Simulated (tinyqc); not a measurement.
Ionisation ratio from the excess noise.

Problem. In the local model of an avalanche photodiode F = k M + (1 - k)(2 - 1/M), k the ratio of the ionisation coefficient of the other carrier to that of the injected one. Find k and F at twice the gain.

M = 32
excess noise factor F = 3.3501875

Solution. F is linear in k: k = (F - 2 + 1/M)/(M - 2 + 1/M).

k = 0.0460
F at 2 M = 4.84

tinyqc, about 0.07 s, one thread, Intel Xeon 2.30GHz (shared host): `OMP_NUM_THREADS=1 python tinyqc.py 2120069 2120070 out.jsonl`
